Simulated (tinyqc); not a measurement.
# Free and trapped electrons in a MOS channel with a dense trap tail: effect of the temperature

p-type body, charge-sheet picture, full ionisation (an idealisation for deep acceptors), Boltzmann statistics for free electrons. e = Ec - EF at the surface. Acceptor-like traps of density D(E) = D0 + De exp(-E/Ew) at depth E below Ec, from 0 to Eu, hold n_t = integral of D(E)/(1 + exp((e - E)/Vt)). psi = Eg - Vt ln(Nv/Na) - e; N_dep = sqrt(2 eps0 eps_r Na (psi - Vt)/q); n_f = sqrt(N_dep^2 + 2 eps0 eps_r Vt Nc exp(-e/Vt)/q) - N_dep; Vg = Vfb + psi + q (N_dep + n_t + n_f)/Cox, Cox = eps0 eox/tox.

Nc and Nv are given at 400 K and scale as (T/400 K)^1.5; Eg, Vfb and mf are held fixed. VT is the Vg for n_f = 1e11 cm^-2; swing ln 10 n_f/(dn_f/dVg) at n_f = 1e8 cm^-2; the last three columns are for Vg = VT + 2.8 V, with free share n_f/(n_f + n_t) and field-effect mobility mf q (dn_f/dVg)/Cox; there EF is near the band edge, where Boltzmann statistics are rough.

Values chosen for this exercise; band and dielectric values close to those of 4H silicon carbide:
- Eg = 3.2 eV (band gap)
- eps_r = 9.81 (relative permittivity)
- Nc = 2.63e19 cm^-3 (conduction-band density of states at the reference temperature)
- Nv = 3.93e19 cm^-3 (valence-band density of states at the reference temperature)
- eox = 3.9 (relative permittivity of the insulator)
- tox = 35 nm (insulator thickness)
- Na = 3.4e16 cm^-3 (acceptor density)
- Vfb = -2.21 V (flat-band voltage without trapped charge)
- D0 = 1.2e11 cm^-2 eV^-1 (constant background density of acceptor-like traps)
- De = 1.3e13 cm^-2 eV^-1 (density of the tail at the conduction edge)
- Ew = 0.1 eV (decay energy of the tail)
- Eu = 0.61 eV (depth below Ec down to which the traps reach)
- mf = 88 cm^2/(V s) (mobility of free electrons)

Constants: q = 1.602176634e-19 C, kB = 1.380649e-23 J/K, Vt = kB T/q, eps0 = 8.8541878128e-14 F/cm where lengths are in cm. Results are converted to the units shown.

Results:

| T (K) | e at VT (eV) | VT (V) | q n_t/Cox at VT (V) | swing (mV/decade) | n_f (cm^-2) | free share (%) | field-effect mobility (cm^2/(V s)) |
|---|---|---|---|---|---|---|---|
| 200 | 0.03547 | 4.343 | 1.609 | 245.4 | 1.457e12 | 52.54 | 83.13 |
| 300 | 0.07991 | 3.715 | 1.128 | 194.0 | 1.280e12 | 52.07 | 75.77 |
| 350 | 0.1052 | 3.434 | 0.9265 | 177.9 | 1.237e12 | 53.23 | 72.68 |
| 400 | 0.1321 | 3.179 | 0.7550 | 169.9 | 1.217e12 | 55.10 | 70.46 |
| 450 | 0.1605 | 2.950 | 0.6120 | 168.7 | 1.213e12 | 57.46 | 69.02 |
| 500 | 0.1902 | 2.743 | 0.4944 | 172.1 | 1.219e12 | 60.11 | 68.21 |
| 550 | 0.2212 | 2.555 | 0.3984 | 176.2 | 1.231e12 | 62.92 | 67.86 |

Estimate the missing row, T = 250 K.

Computed row:

| T (K) | e at VT (eV) | VT (V) | q n_t/Cox at VT (V) | swing (mV/decade) | n_f (cm^-2) | free share (%) | field-effect mobility (cm^2/(V s)) |
|---|---|---|---|---|---|---|---|
| 250 | 0.05656 | 4.021 | 1.358 | 217.8 | 1.351e12 | 51.81 | 79.49 |

With this row back in the table: As T goes from 200 to 550, VT falls from 4.34 to 2.55 V, its part due to traps falls from 1.61 to 0.398 V, the swing goes from 245 through a minimum of 169 (at T = 450 among the rows listed) to 176 mV/decade and the field-effect mobility falls from 83.1 to 67.9 cm^2/(V s). On heating the same n_f is reached with EF deeper in the gap, where fewer tail states are filled.

Program tinyqc, `OMP_NUM_THREADS=1 python tinyqc.py 2222065 2222066 out.jsonl`; Intel Xeon 2.30GHz, shared host, one thread, about 0.03 s.
